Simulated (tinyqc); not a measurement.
Virtual-crystal alloy A(1-x)B(x) in sp3s* tight binding: sweeps and comparisons. A value that a table varies takes the place of the one given here.

sp3s* tight binding, nearest neighbours only: anion (a) at 0, cation (c) at a/4 (1,1,1), orbitals s, px, py, pz, s* on each; k in units of 2 pi/a. With phases e_j = exp(i (pi/2) k.n_j) for n = (1,1,1), (1,-1,-1), (-1,1,-1), (-1,-1,1): g0 = (e1+e2+e3+e4)/4, g1 = (e1+e2-e3-e4)/4, g2 = (e1-e2+e3-e4)/4, g3 = (e1-e2-e3+e4)/4. The diagonal holds the levels Esa, Epa, Exa (s*) and Esc, Epc, Exc. Anion-cation block: <sa|sc> = Vss g0; <sa|xc> = Vsapc g1; <xa|sc> = -Vscpa g1; <xa|xc> = Vxx g0; <xa|yc> = <ya|xc> = Vxy g3, <xa|zc> = <za|xc> = Vxy g2, <ya|zc> = <za|yc> = Vxy g1; <s*a|xc> = Vxapc g1; <xa|s*c> = -Vpaxc g1; y and z take g2 and g3 in place of g1; s-s* and s*-s* vanish.

Virtual crystal: a(x) = (1 - x) aA + x aB (Vegard); the six levels are averaged linearly; the seven couplings follow Harrison's rule, V(x) a(x)^2 = (1 - x) V_A aA^2 + x V_B aB^2. No spin-orbit coupling and no disorder. Gaps are measured from the top of the valence band at Gamma; the Delta value is the minimum on (kx,0,0) for kx from 0.5 to 1.

Parameters, chosen for this exercise (A near a published set for Si, B for Ge; such sets place X and L only to about 0.5 eV; shifted at random, so the results belong to these values and not to a real crystal): aA = 5.429 angstrom (lattice constant of A); aB = 5.656 angstrom (of B); pA = (-4.191, 1.716, -4.191, 1.716, 6.66, 6.66, -8.301, 1.718, 4.557, 5.743, 5.743, 5.362, 5.362) eV (order Esa, Epa, Esc, Epc, Exa, Exc, Vss, Vxx, Vxy, Vsapc, Vscpa, Vxapc, Vpaxc); pB = (-5.881, 1.611, -5.881, 1.611, 6.368, 6.368, -6.769, 1.616, 4.91, 5.471, 5.471, 5.225, 5.225) eV (the same for B); x = 0.79 (fraction of B).

## Gaps across the alloy

Bowing b from E(x) = (1 - x) E(0) + x E(1) - b x (1 - x), taken at x = 0.5.

Gaps (eV):

| x | a (angstrom) | Gamma | Delta | L |
|---|---|---|---|---|
| 0.000 | 5.4290 | 3.4360 | 1.1833 | 2.5070 |
| 0.125 | 5.4574 | 3.4093 | 1.1349 | 2.2842 |
| 0.250 | 5.4858 | 3.2847 | 1.0861 | 2.0573 |
| 0.375 | 5.5141 | 2.8769 | 1.0370 | 1.8333 |
| 0.500 | 5.5425 | 2.4729 | 0.9876 | 1.6124 |
| 0.625 | 5.5709 | 2.0726 | 0.9379 | 1.3947 |
| 0.750 | 5.5992 | 1.6759 | 0.8878 | 1.1804 |
| 0.875 | 5.6276 | 1.2827 | 0.8374 | 0.9697 |
| 1.000 | 5.6560 | 0.8930 | 0.7867 | 0.7627 |

bowing (eV): Gamma -1.234, Delta -0.011, L 0.090

The lowest valley changes from the Delta line to L near x = 0.98 (linear estimate between rows). The bowing is -1.234 (Gamma), -0.011 (Delta) and +0.090 eV (L); a positive value means that the gap sags below the straight line. At Gamma the lowest empty level is s-like at one end and p-like at the other, so that column has a kink and its b is no true bowing. The virtual crystal leaves out the part of the bowing that comes from disorder and bond relaxation, and this model places the Delta and L valleys only roughly, so crossings, or their absence, can differ from those of the real alloy.

## Two ways to average the couplings

The gaps with the 1/a^2 rule and with a plain linear average of all thirteen parameters.

Gaps (eV):

| x | Gamma | Delta | L | Gamma, linear | Delta, linear | L, linear |
|---|---|---|---|---|---|---|
| 0.10 | 3.4146 | 1.1446 | 2.3299 | 3.4156 | 1.1450 | 2.3349 |
| 0.25 | 3.2847 | 1.0861 | 2.0573 | 3.3072 | 1.0869 | 2.0677 |
| 0.50 | 2.4729 | 0.9876 | 1.6124 | 2.5025 | 0.9888 | 1.6261 |
| 0.75 | 1.6759 | 0.8878 | 1.1804 | 1.6978 | 0.8887 | 1.1906 |
| 0.90 | 1.2045 | 0.8273 | 0.9280 | 1.2149 | 0.8277 | 0.9329 |

At x = 0.5 the two rules differ by -29.6 (Gamma), -1.2 (Delta) and -13.8 meV (L), with lattice constants 4.18 % apart: in terms of bowing, b = 4 times the sag at x = 0.5, the rule adds +0.118, +0.005 and +0.055 eV. The ends x = 0 and 1 are the same under both rules.

## Composition and lattice constants

Gaps of the alloy. Each row changes one parameter from the base and keeps the others.

Results:

| case | gap Gamma (eV) | gap Delta (eV) | gap L (eV) | kx of the Delta minimum |
|---|---|---|---|---|
| base | 1.5497 | 0.8717 | 1.1126 | 0.791 |
| x = 0.74 | 1.7075 | 0.8918 | 1.1974 | 0.786 |
| aA = 5.538 angstrom | 1.5583 | 0.8721 | 1.1166 | 0.791 |
| aB = 5.769 angstrom | 1.5424 | 0.8713 | 1.1092 | 0.791 |

The largest shifts from the base row, up to three for each result and ties (the steps differ in size, so this ranks the rows, not the parameters). gap Gamma (eV): x +0.1578, aA +0.0087, aB -0.0073. gap Delta (eV): x +0.0201, aA +0.0004, aB -0.0003. gap L (eV): x +0.0848, aA +0.0040, aB -0.0034. kx of the Delta minimum: x -0.004; unchanged at the printed digits by aA and aB. The lattice constants enter only through the weights of the couplings.

Run: tinyqc, `OMP_NUM_THREADS=1 python tinyqc.py 1480010 1480011 out.jsonl`; Intel(R) Xeon(R) Processor @ 2.30GHz, one thread, shared host; about 0.06 s of CPU time with all checks.
